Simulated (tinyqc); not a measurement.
Inside a calculation. Method: LDA (PW92) atom on a uniform radial grid, spin-unpolarised, for Li. Computed by tinyqc, a small Python program that keeps every step. Settings: Z = 3, points = 128, R = 15.2, functional = lda,pw, mixing = 0.6, iteration cap = 57. Command: `OMP_NUM_THREADS=1 python tinyqc.py 23630 23631 out.jsonl` (the two numbers bound the seeds that draw the settings). One thread of a shared host (Intel(R) Xeon(R) Processor @ 2.60GHz), about 0.1 s of CPU time with the checks. Later iterations appear only in the table of the cycle.

## Iteration 1

Spherical atom on a uniform radial grid r_j = j h with h = R/(N + 1), h sum u^2 = 1 and integrals as h times sums, u(0) = u(R) = 0 (atomic units):

| parameter | value |
|---|---|
| Z | 3 |
| points N | 128 |
| R | 15.200000 |
| h | 0.117829 |
| mixing | 0.600000 |
| electrons in 1s | 2 |
| electrons in 2s | 1 |

Three-point differences turn -u''/2 + [l(l+1)/2r^2 - Z/r + V] u = e u into a tridiagonal matrix (diagonal 1/h^2 + potential, off-diagonal -1/2h^2). D = sum f u^2; the Hartree potential y/r solves y'' = -D/r with y(0) = 0, y(R) = N_e; v_xc comes from rho = D/(4 pi r^2); E = sum f e - int D V + int D (V_H/2 + eps_xc); V(new) = V + mixing (V_H + v_xc - V).

eigenvalues (hartree): 1s -4.367578, 2s -1.116349

Every 8th grid point:

| r | V in | u(1s) | u(2s) | D | V_H | v_xc |
|---|---|---|---|---|---|---|
| 0.942636 | 0.000000 | 0.594792 | -0.335452 | 0.820083 | 2.651104 | -0.470573 |
| 1.885271 | 0.000000 | 0.074385 | -0.747513 | 0.569841 | 1.523495 | -0.275627 |
| 2.827907 | 0.000000 | 0.006977 | -0.488931 | 0.239151 | 1.053184 | -0.166247 |
| 3.770543 | 0.000000 | 0.000582 | -0.229669 | 0.052748 | 0.794887 | -0.089145 |
| 4.713178 | 0.000000 | 0.000045 | -0.091750 | 0.008418 | 0.636446 | -0.045008 |
| 5.655814 | 0.000000 | 3.41e-06 | -0.033268 | 0.001107 | 0.530422 | -0.021757 |
| 6.598450 | 0.000000 | 2.49e-07 | -0.011307 | 0.000128 | 0.454652 | -0.010145 |
| 7.541085 | 0.000000 | 1.78e-08 | -0.003669 | 0.000013 | 0.397821 | -0.004589 |
| 8.483721 | 0.000000 | 1.25e-09 | -0.001150 | 1.32e-06 | 0.353618 | -0.002025 |
| 9.426357 | 0.000000 | 8.69e-11 | -0.000351 | 1.23e-07 | 0.318257 | -0.000876 |
| 10.368992 | 0.000000 | 0 | -0.000105 | 1.10e-08 | 0.289324 | -0.000373 |
| 11.311628 | 0.000000 | 0 | -0.000031 | 9.42e-10 | 0.265214 | -0.000157 |
| 12.254264 | 0.000000 | 0 | -0.000009 | 7.86e-11 | 0.244813 | -0.000066 |
| 13.196899 | 0.000000 | 0 | -2.52e-06 | 0 | 0.227326 | -0.000027 |
| 14.139535 | 0.000000 | 0 | -6.73e-07 | 0 | 0.212171 | 0.000000 |
| 15.082171 | 0.000000 | 0 | -5.45e-08 | 0 | 0.198910 | 0.000000 |

total energy = -6.66252429 hartree

## Iteration 2

As before.

eigenvalues (hartree): 1s -2.496635, 2s -0.379278

Every 8th grid point:

| r | V in | u(1s) | u(2s) | D | V_H | v_xc |
|---|---|---|---|---|---|---|
| 0.942636 | 1.308319 | 0.674267 | -0.112974 | 0.922036 | 2.480205 | -0.487896 |
| 1.885271 | 0.748721 | 0.133005 | -0.580099 | 0.371895 | 1.439513 | -0.242249 |
| 2.827907 | 0.532162 | 0.021230 | -0.596343 | 0.356526 | 1.024558 | -0.187389 |
| 3.770543 | 0.423445 | 0.003105 | -0.439707 | 0.193362 | 0.787343 | -0.131354 |
| 4.713178 | 0.354863 | 0.000433 | -0.278694 | 0.077671 | 0.634685 | -0.087580 |
| 5.655814 | 0.305199 | 0.000059 | -0.162384 | 0.026369 | 0.530035 | -0.056849 |
| 6.598450 | 0.266704 | 0.000008 | -0.089807 | 0.008065 | 0.454569 | -0.036262 |
| 7.541085 | 0.235939 | 1.03e-06 | -0.047960 | 0.002300 | 0.397803 | -0.022823 |
| 8.483721 | 0.210956 | 1.34e-07 | -0.024977 | 0.000624 | 0.353615 | -0.014204 |
| 9.426357 | 0.190428 | 1.73e-08 | -0.012763 | 0.000163 | 0.318256 | -0.008754 |
| 10.368992 | 0.173371 | 2.23e-09 | -0.006423 | 0.000041 | 0.289324 | -0.005348 |
| 11.311628 | 0.159034 | 2.86e-10 | -0.003188 | 0.000010 | 0.265214 | -0.003240 |
| 12.254264 | 0.146848 | 3.65e-11 | -0.001557 | 2.42e-06 | 0.244813 | -0.001942 |
| 13.196899 | 0.136379 | 0 | -0.000733 | 5.38e-07 | 0.227326 | -0.001137 |
| 14.139535 | 0.127303 | 0 | -0.000300 | 9.00e-08 | 0.212171 | -0.000607 |
| 15.082171 | 0.119346 | 0 | -0.000030 | 8.96e-10 | 0.198910 | -0.000128 |

total energy = -7.03857374 hartree

## Iteration 3

As before.

eigenvalues (hartree): 1s -1.964126, 2s -0.179897

Every 8th grid point:

| r | V in | u(1s) | u(2s) | D | V_H | v_xc |
|---|---|---|---|---|---|---|
| 0.942636 | 1.718713 | 0.693159 | -0.054912 | 0.963955 | 2.401747 | -0.494640 |
| 1.885271 | 1.017847 | 0.155102 | -0.457538 | 0.257455 | 1.388290 | -0.216823 |
| 2.827907 | 0.715166 | 0.029186 | -0.559929 | 0.315224 | 0.996907 | -0.180593 |
| 3.770543 | 0.562971 | 0.005127 | -0.493415 | 0.243511 | 0.775497 | -0.140721 |
| 4.713178 | 0.470208 | 0.000867 | -0.375289 | 0.140843 | 0.630250 | -0.104599 |
| 5.655814 | 0.405991 | 0.000143 | -0.263104 | 0.069224 | 0.528499 | -0.075890 |
| 6.598450 | 0.357666 | 0.000023 | -0.175505 | 0.030802 | 0.454062 | -0.054300 |
| 7.541085 | 0.319364 | 3.77e-06 | -0.113355 | 0.012849 | 0.397641 | -0.038507 |
| 8.483721 | 0.288029 | 6.03e-07 | -0.071614 | 0.005129 | 0.353564 | -0.027131 |
| 9.426357 | 0.261872 | 9.62e-08 | -0.044516 | 0.001982 | 0.318240 | -0.019014 |
| 10.368992 | 0.239734 | 1.53e-08 | -0.027301 | 0.000745 | 0.289320 | -0.013254 |
| 11.311628 | 0.220798 | 2.42e-09 | -0.016498 | 0.000272 | 0.265213 | -0.009172 |
| 12.254264 | 0.204462 | 3.83e-10 | -0.009731 | 0.000095 | 0.244812 | -0.006258 |
| 13.196899 | 0.190265 | 6.04e-11 | -0.005421 | 0.000029 | 0.227326 | -0.004120 |
| 14.139535 | 0.177860 | 0 | -0.002512 | 0.000006 | 0.212171 | -0.002410 |
| 15.082171 | 0.167008 | 0 | -0.000264 | 6.99e-08 | 0.198910 | -0.000536 |

total energy = -7.08539852 hartree

## Convergence

Stop when input and output potentials agree to 1e-7.

Course of the cycle (hartree):

| iteration | E | e(1s) | e(2s) | largest \|V(out) - V(in)\| |
|---|---|---|---|---|
| 1 | -6.66252429 | -4.367578 | -1.116349 | 4.28e+00 |
| 2 | -7.03857374 | -2.496635 | -0.379278 | 1.11e+00 |
| 3 | -7.08539852 | -1.964126 | -0.179897 | 2.61e-01 |
| 4 | -7.09071892 | -1.826270 | -0.124399 | 6.00e-02 |
| 5 | -7.09135960 | -1.794696 | -0.109128 | 1.59e-02 |
| 6 | -7.09144302 | -1.789176 | -0.105203 | 4.89e-03 |
| 7 | -7.09145456 | -1.789153 | -0.104365 | 2.71e-03 |
| 8 | -7.09145623 | -1.789845 | -0.104287 | 1.43e-03 |
| 9 | -7.09145648 | -1.790356 | -0.104348 | 6.87e-04 |
| 10 | -7.09145652 | -1.790643 | -0.104406 | 3.14e-04 |
| 11 | -7.09145653 | -1.790787 | -0.104442 | 1.40e-04 |
| 12 | -7.09145653 | -1.790856 | -0.104461 | 6.16e-05 |
| 13 | -7.09145653 | -1.790887 | -0.104471 | 2.73e-05 |
| 14 | -7.09145653 | -1.790902 | -0.104476 | 1.21e-05 |
| 15 | -7.09145653 | -1.790908 | -0.104478 | 5.32e-06 |
| 16 | -7.09145653 | -1.790911 | -0.104479 | 2.31e-06 |
| 17 | -7.09145653 | -1.790912 | -0.104479 | 9.96e-07 |
| 18 | -7.09145653 | -1.790912 | -0.104479 | 4.28e-07 |
| 19 | -7.09145653 | -1.790912 | -0.104479 | 1.83e-07 |
| 20 | -7.09145653 | -1.790913 | -0.104479 | 7.79e-08 |

Converged in 20 iterations. A uniform grid resolves the cusp poorly: for a bare nucleus this grid gives 1s at -4.36758 against -Z^2/2 = -4.5 hartree. Before convergence this energy mixes input and output and is not variational, so it may rise towards its limit.
